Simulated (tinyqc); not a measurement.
Adding salt: a particle near a wafer in liquid: double-layer and van der Waals forces (DLVO), deposition barrier and removal. Computed by tinyqc, a small Python program. Command: `OMP_NUM_THREADS=1 python tinyqc.py 3111168 3111169 out.jsonl dlvo walk`. One thread of a shared host (Intel(R) Xeon(R) Processor @ 2.30GHz), about 0.01 s of CPU time with the checks.

Sphere and flat wall, Derjaguin approximation, constant potentials in the linear-superposition form, no retardation and no hydration force.

Inputs (values chosen for the exercise, of the order of those for ceria on silica in water):

| quantity | value | unit |
|---|---|---|
| particle radius R | 13 | nm |
| Hamaker constant A | 1.5e-20 | J |
| potential of the particle psi_1 | -33 | mV |
| potential of the wafer psi_2 | -35 | mV |
| salt concentration c | 0.017 | mol/L |
| valence z of the symmetric salt | 1 | - |
| temperature T | 293 | K |
| dielectric constant of the liquid | 80.2 | - |

Constants: e = 1.602176634e-19 C; N_A = 6.02214076e+23 1/mol; eps_0 = 8.8541878128e-12 F/m; k_B = 1.380649e-23 J/K; k_B = 8.617333262e-05 eV/K.

Method:
- kappa^2 = 2 z^2 e^2 N_A (1000 c)/(eps eps_0 k_B T); gamma_i = tanh(z e psi_i/(4 k_B T)); Z = 64 pi eps eps_0 (k_B T/(z e))^2 gamma_1 gamma_2.
- The barrier height is zero when U = 0 and F = 0 together: kappa h = 1 and kappa = 6 Z/(e A), e = 2.718282 here; c follows from kappa^2, with the potentials held fixed.
- U(h) = Z R exp(-kappa h) - A R/(6 h); F(h) = -dU/dh = kappa Z R exp(-kappa h) - A R/(6 h^2), positive for repulsion.
- F = 0 reads x^2 exp(-x) = y with x = kappa h and y = A kappa/(6 Z); the left side peaks at x = 2 with 4/e^2 = 0.5413, so roots exist for smaller y: x < 2 is the barrier, x > 2 the secondary minimum.
- kappa scales as sqrt(c); potentials are held fixed. A dash marks rows without a maximum.

critical concentration = 0.184434 mol/L

kappa = 0.427748 1/nm

Z = 9.57455 pN

Against the concentration:

| c (mol/L) | Debye length (nm) | barrier at (nm) | barrier (k_B T) | minimum at (nm) | minimum (k_B T) |
|---|---|---|---|---|---|
| 1.84e-05 | 71.060 | 4.4443 | 27.096 | 7.2933e+02 | -9.9423e-03 |
| 1.84e-04 | 22.471 | 2.5645 | 24.318 | 1.9788e+02 | -3.5990e-02 |
| 1.84e-03 | 7.106 | 1.5154 | 19.558 | 5.1673e+01 | -1.3410e-01 |
| 9.22e-03 | 3.174 | 1.0791 | 14.457 | 1.9433e+01 | -3.4589e-01 |
| 3.69e-02 | 1.587 | 0.8383 | 8.558 | 7.9958e+00 | -8.0538e-01 |
| 9.22e-02 | 1.004 | 0.7402 | 3.865 | 4.2483e+00 | -1.4442e+00 |
| 1.66e-01 | 0.748 | 0.7107 | 0.596 | 2.7176e+00 | -2.1424e+00 |
| 2.77e-01 | 0.579 | 0.7309 | -2.282 | 1.7267e+00 | -3.0922e+00 |
| 5.53e-01 | 0.410 | - | - | - | - |

What follows from these numbers?

At low salt the barrier tends to Z R = 30.8 k_B T; it is half of that between 0.0018 and 0.0092 mol/L and changes sign at 0.18 mol/L, while the secondary minimum deepens to -2.1 k_B T at 0.9 of that.

Extremes, crossings and ranges named in words are read from the listed rows.
